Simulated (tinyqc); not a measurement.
# MESFET, gradual channel with velocity saturation: effects of single changes

A uniformly doped n-type channel, depleted from the top by a Schottky gate; at channel potential V the depleted share of a is u = sqrt((Vbi - Vg + V)/Vp), s at the source. Electrons drift with v = mu E/(1 + mu E/vsat). Abrupt depletion edge, no series resistance, source at 0.

Inputs (values chosen for the exercise); material values close to those of gallium arsenide:

| symbol | value | unit | meaning |
|---|---|---|---|
| T | 293 | K | temperature |
| eps_r | 12.8 |  | relative permittivity of the semiconductor |
| Nc | 4.28e17 | cm^-3 | conduction-band density of states at T |
| Nd | 6.8e16 | cm^-3 | donor density of the channel |
| a | 270 | nm | channel thickness |
| mu | 4800 | cm^2/(V s) | low-field mobility at this doping |
| vsat | 1.1e7 | cm/s | saturation velocity |
| L | 5 | um | gate length |
| W | 100 | um | gate width |
| phiB | 0.61 | V | Schottky barrier |
| Vg | -0.9 | V | gate voltage |

Constants: q = 1.602176634e-19 C, kB = 1.380649e-23 J/K, Vt = kB T/q, eps0 = 8.8541878128e-14 F/cm where lengths are in cm. Results are converted to the units shown.

Each table varies one quantity; the others keep the values above.

## Effect of the saturation velocity on saturation

Vbi = phiB - Vt ln(Nc/Nd); Vp = q Nd a^2/(2 eps0 eps_r); G0 = q mu Nd a W/L; Z = mu Vp/(vsat L); s = sqrt((Vbi - Vg)/Vp). I = (G0 Vp/3) F/(1 + Z (u^2 - s^2)), F = 3 (u^2 - s^2) - 2 (u^3 - s^3), with u at V = Vd; Z = 0 gives constant mobility, for which u stops at 1. The current peaks at u = um, the root of (1 - u)(1 + Z (u^2 - s^2)) = Z F/3; beyond Vdsat = Vp (um^2 - s^2) it is held at that value. gm = G0 (um - s)/(1 + Z (um^2 - s^2)).

The same in every row: Isat for Z = 0 (mA) = 9.4606.

Effect of the saturation velocity on saturation:

| vsat (cm/s) | Z | um | Vdsat (V) | Isat (mA) | gm (mS) |
|---|---|---|---|---|---|
| 3e6 | 11.213 | 0.80431 | 0.80318 | 1.7270 | 1.2499 |
| 4.8e6 | 7.0079 | 0.83091 | 0.95564 | 2.3874 | 1.7909 |
| 7.7e6 | 4.3686 | 0.85868 | 1.1200 | 3.2009 | 2.5029 |
| 1.2e7 | 2.8032 | 0.88453 | 1.2779 | 4.0759 | 3.3268 |
| 2e7 | 1.6819 | 0.91243 | 1.4536 | 5.1517 | 4.4270 |
| 3.1e7 | 1.0851 | 0.93355 | 1.5902 | 6.0592 | 5.4355 |
| 5e7 | 0.67276 | 0.95272 | 1.7169 | 6.9540 | 6.5081 |

What does the comparison show?

As vsat goes from 3e6 to 5e7 cm/s, Vdsat rises from 0.803 to 1.72 V, Isat rises from 1.73 to 6.95 mA and gm rises from 1.25 to 6.51 mS. Isat is 0.183 of the constant-mobility value in the first row and 0.735 in the last.

## Output curve

Same model as above.

Results:

| Vd (V) | u (at most 1) | I for Z = 0 (mA) | I (mA) |
|---|---|---|---|
| 0.2 | 0.68903 | 1.8757 | 1.5970 |
| 0.46 | 0.74092 | 3.9661 | 2.8300 |
| 0.72 | 0.78941 | 5.6884 | 3.4934 |
| 0.99 | 0.83679 | 7.1117 | 3.8153 |
| 1.25 | 0.88001 | 8.1500 | 3.8978 |
| 1.51 | 0.92121 | 8.8786 | 3.8978 |
| 2.04 | 0.99994 | 9.4606 | 3.8978 |
| 2.3 | 1.0000 | 9.4606 | 3.8978 |

Estimate the missing row, Vd = 1.77 V.

Computed row:

| Vd (V) | u (at most 1) | I for Z = 0 (mA) | I (mA) |
|---|---|---|---|
| 1.77 | 0.96064 | 9.3113 | 3.8978 |

With this row back in the table: With constant mobility the current rises from 1.88 to 9.46 mA and saturates at pinch-off, Vd = 2.04 V; with Z = 3.06 it saturates at 1.25 V and 3.90 mA. The two differ by 15 % in the first row and 59 % in the last.

## Effect of the gate voltage on saturation

Same model as above.

The same in every row: Z = 3.0580.

Result of one run:

| Vg (V) | um | Vdsat (V) | Isat (mA) | Isat for Z = 0 (mA) | gm (mS) |
|---|---|---|---|---|---|
| -0.87 | 0.87660 | 1.2590 | 3.9930 | 9.7631 | 3.1885 |

What becomes of these results when the gate voltage Vg is changed from -0.87 to -1.3 V, all else the same?

Result of the changed run:

| Vg (V) | um | Vdsat (V) | Isat (mA) | Isat for Z = 0 (mA) | gm (mS) |
|---|---|---|---|---|---|
| -1.3 | 0.91580 | 1.0752 | 2.7246 | 5.9433 | 2.7174 |

The whole series:

| Vg (V) | um | Vdsat (V) | Isat (mA) | Isat for Z = 0 (mA) | gm (mS) |
|---|---|---|---|---|---|
| -2.6 | 0.99427 | 0.30034 | 0.18552 | 0.23739 | 0.98630 |
| -2.17 | 0.97597 | 0.60402 | 0.77759 | 1.2437 | 1.7145 |
| -1.73 | 0.94886 | 0.86116 | 1.6549 | 3.1486 | 2.2540 |
| -1.3 | 0.91580 | 1.0752 | 2.7246 | 5.9433 | 2.7174 |
| -0.87 | 0.87660 | 1.2590 | 3.9930 | 9.7631 | 3.1885 |
| -0.43 | 0.82957 | 1.4178 | 5.5147 | 14.886 | 3.7496 |
| 0 | 0.77508 | 1.5414 | 7.2779 | 21.324 | 4.5038 |

As Vg goes from -2.6 to 0 V, Vdsat rises from 0.300 to 1.54 V, Isat rises from 0.186 to 7.28 mA and gm rises from 0.986 to 4.50 mS. Isat is 0.782 of the constant-mobility value in the first row and 0.341 in the last. For Vg = -2.6 to -2.17 V the open channel at the source, (1 - s) a, is under two Debye lengths, so the abrupt edge is rough.

tinyqc, about 0.05 s, one thread, Intel Xeon 2.30GHz (shared host): `OMP_NUM_THREADS=1 python tinyqc.py 2500035 2500036 out.jsonl`
